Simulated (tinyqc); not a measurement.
What each parameter does: temperature and isotope dependence of a band gap in oscillator models.

E(T) = E0 - sum_i sl_i th_i n_i(T), n = 1/(exp(th/T) - 1). The same coupling lowers the gap at 0 K by the zero-point term ZP = sum_i sl_i th_i/2, so the gap of the static lattice is E0 + ZP. Thermal expansion is taken as part of the slopes.

Parameters, chosen for this exercise (near those of GaAs; the results hold for these values, not for the real material):
```
symbol  value             unit   meaning
E0      1.519             eV     gap at 0 K
th      (80, 332)         K      temperatures of two oscillators
sl      (0.0792, 0.4158)  meV/K  their high-temperature slopes
T       300               K      temperature
```

Gap at T, slope -sum sl_i (th_i/T)^2 n_i (1 + n_i) and ZP.

One parameter was then changed.

Results before and after:
```
case     E(T) (eV)  dE/dT (meV/K)  ZP (meV)
base        1.4301        -0.4546     72.19
changed     1.4385        -0.4386     85.91
```

Which of these changes was made? (a) th = (80, 398) K; (b) sl = (0.103, 0.4158) meV/K; (c) E0 = 1.529 eV; (d) T = 340 K.

Answer: (a) th = (80, 398) K. Of the candidates, run in turn, only this one gives the changed row.

All candidates:
```
case                        E(T) (eV)  dE/dT (meV/K)  ZP (meV)
base                           1.4301        -0.4546     72.19
T = 340 K                      1.4117        -0.4631     72.19
E0 = 1.529 eV                  1.4401        -0.4546     72.19
th = (80, 398) K               1.4385        -0.4386     85.91
sl = (0.103, 0.4158) meV/K     1.4238        -0.4782     73.14
```

Program tinyqc; command `OMP_NUM_THREADS=1 python tinyqc.py 1881161 1881162 out.jsonl`; about 0.01 s on one thread of a shared Intel(R) Xeon(R) Processor @ 2.30GHz.
